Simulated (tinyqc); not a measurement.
## Absorption coefficient and reflectance from two thicknesses

Question. With transparent contact layers the responsivity is (1 - Rf)(1 - exp(-al wi)) q lam/(h c). The second absorber is twice as thick as the first. Find al and Rf.

Parameters, values chosen for the exercise: wavelength lam = 1310 nm.

Constants: q = 1.602176634e-19 C, h = 6.62607015e-34 J s, c = 299792458 m/s. Results are converted to the units shown.

responsivity for wi = 0.9 and 1.8 um (A/W): 0.65070376  0.89249011

Solution. The ratio of the responsivities is 1 + exp(-al w1), which gives al; either value then gives 1 - Rf.

al = 1.100e4 1/cm
Rf = 0.02000

tinyqc, about 0.01 s, one thread, Intel Xeon 2.30GHz (shared host): `OMP_NUM_THREADS=1 python tinyqc.py 2250113 2250114 out.jsonl`
